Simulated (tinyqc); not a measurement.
Static screening by free carriers: one step. Fermi and screening wave vectors. Five cases, with inputs chosen for the exercise.

Question. Also the effective Bohr radius aB = a0 eps/m and rs = (3/(4 pi n))^(1/3)/aB.

kF = (3 pi^2 n/Mv)^(1/3), EF = c kF^2/m with c = hbar^2/2m0, n in 1/angstrom^3 (1e-24 per 1/cm^3), e2 = e^2/(4 pi eps0). Thomas-Fermi: qTF^2 = 6 pi e2 n/(eps EF). Debye: qD^2 = 4 pi e2 n/(eps kB T).

Constants: hbar^2/2m0 = 3.80998211 eV angstrom^2; e^2/(4 pi eps0) = 14.39964547 eV angstrom; kB = 8.617333262e-05 eV/K; a0 (Bohr radius) = 0.5291772105 angstrom.

Case 1.

Values chosen (a free-electron density near that of Al; the results hold for these values, not for the real material):
- n = 1.83e+23 1/cm^3 (carrier density)
- m = 1 m0 (mass of one isotropic valley)
- Mv = 1 (valleys)
- eps = 1 (background dielectric constant)
- T = 300 K

Case 2.

Values chosen (near those of GaN; the results hold for these values, not for the real material):
- n = 6.3e+17 1/cm^3 (carrier density)
- m = 0.194 m0 (mass of one isotropic valley)
- Mv = 1 (valleys)
- eps = 10 (background dielectric constant)
- T = 400 K

Case 3.

Values chosen (a free-electron density near that of Ag; the results hold for these values, not for the real material):
- n = 5.73e+22 1/cm^3 (carrier density)
- m = 1 m0 (mass of one isotropic valley)
- Mv = 1 (valleys)
- eps = 1 (background dielectric constant)
- T = 300 K

Case 4.

Values chosen (a free-electron density near that of Na; the results hold for these values, not for the real material):
- n = 2.71e+22 1/cm^3 (carrier density)
- m = 1 m0 (mass of one isotropic valley)
- Mv = 1 (valleys)
- eps = 1 (background dielectric constant)
- T = 300 K

Case 5.

Values chosen (a free-electron density near that of Ag; the results hold for these values, not for the real material):
- n = 5.76e+22 1/cm^3 (carrier density)
- m = 1 m0 (mass of one isotropic valley)
- Mv = 1 (valleys)
- eps = 1 (background dielectric constant)
- T = 300 K

Give: kF; EF at 0 K; EF/kT; qTF; qD; aB; rs.

Answer.

Case 1.

kF = 1.7564 1/angstrom
EF at 0 K = 1.175e+04 meV
EF/kT = 455
qTF = 2.0557 1/angstrom
qD = 35.790 1/angstrom
aB = 0.5292 angstrom
rs = 2.06

The gas is degenerate, so the Thomas-Fermi value applies. With rs above 1 exchange and correlation, left out here, are not small.

Case 2.

kF = 0.026521 1/angstrom
EF at 0 K = 13.81 meV
EF/kT = 0.401
qTF = 0.035184 1/angstrom
qD = 0.018186 1/angstrom
aB = 27.28 angstrom
rs = 2.65

The gas is not degenerate, so the Debye value applies.

Case 3.

kF = 1.1927 1/angstrom
EF at 0 K = 5420 meV
EF/kT = 210
qTF = 1.6940 1/angstrom
qD = 20.027 1/angstrom
aB = 0.5292 angstrom
rs = 3.04

The gas is degenerate, so the Thomas-Fermi value applies. With rs above 1 exchange and correlation, left out here, are not small.

Case 4.

kF = 0.92924 1/angstrom
EF at 0 K = 3290 meV
EF/kT = 127
qTF = 1.4953 1/angstrom
qD = 13.773 1/angstrom
aB = 0.5292 angstrom
rs = 3.90

The gas is degenerate, so the Thomas-Fermi value applies. With rs above 1 exchange and correlation, left out here, are not small.

Case 5.

kF = 1.1948 1/angstrom
EF at 0 K = 5439 meV
EF/kT = 210
qTF = 1.6955 1/angstrom
qD = 20.079 1/angstrom
aB = 0.5292 angstrom
rs = 3.04

The gas is degenerate, so the Thomas-Fermi value applies. With rs above 1 exchange and correlation, left out here, are not small.

Computed by tinyqc, one run a case: `OMP_NUM_THREADS=1 python tinyqc.py N N+1 out.jsonl` with N = 1652147, 1652169, 1652179, 1652218, 1652298; one thread of a shared Intel(R) Xeon(R) Processor @ 2.30GHz, about 0.01 s a run at most.
